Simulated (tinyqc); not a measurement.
AlGaN/GaN HEMT, charge control with polarisation charge: one step of the calculation.

A two-dimensional electron gas of density ns under a barrier. EF and the subbands are counted from the conduction-band edge of the channel at the interface. Two subbands of a triangular well with an infinite wall, parabolic band, no carriers in the barrier.

Problem. New ns. F = q (eta ns + Nb)/(eps0 ec) in eV/nm; E_k = a_k (C F^2/me)^(1/3), a_0 = 2.338107, a_1 = 4.087949, C = hbar^2/(2 m0); D = me m0 q/(pi hbar^2); ns = D Vt [ln(1 + exp((EF - E_0)/Vt)) + ln(1 + exp((EF - E_1)/Vt))], which gives EF = E_0 + Vt ln{2 s/[(1 + u) + sqrt((1 + u)^2 + 4 u s)]} with s = exp(ns/(D Vt)) - 1, u = exp((E_0 - E_1)/Vt). Newton: g = ns + Nb - eps0 eb (Vg - Voff - EF)/(q d), ns(new) = ns - g/(1 + (eps0 eb/(q d)) dEF/dns), the derivative by central differences over +/- 0.01 % of ns.

Values chosen for this exercise; material values close to those of AlGaN on GaN:
```
symbol  value   unit                                         meaning
T         300      K                                     temperature
d         8.6     nm                               barrier thickness
me       0.21     m0                    electron mass in the channel
ec       9.37                   relative permittivity of the channel
eta       0.5         share of ns that counts in the confining field
Nb          0  cm^-2                  depletion charge of the buffer
Vg         -2      V                                    gate voltage
```

Constants: q = 1.602176634e-19 C, kB = 1.380649e-23 J/K, hbar = 1.054571817e-34 J s, m0 = 9.1093837015e-31 kg, Vt = kB T/q, eps0 = 8.8541878128e-14 F/cm where lengths are in cm, hbar^2/(2 m0) = 0.0380998212 eV nm^2. Results are converted to the units shown.

ns at the start = 2e12 cm^-2
eb = 9.2034000
Voff = -2.5776622 V

Give: E_0; E_1; EF; dEF/dns; ns after iteration 1.

Solution.

E_0 = 0.095275 eV
E_1 = 0.16658 eV
EF = 0.10083 eV
dEF/dns = 0.052724 eV per 1e12 cm^-2
ns after iteration 1 = 2.6251e12 cm^-2

Numbers from tinyqc (`OMP_NUM_THREADS=1 python tinyqc.py 2180034 2180035 out.jsonl`; about 0.01 s on one thread of a shared Intel Xeon 2.30GHz).
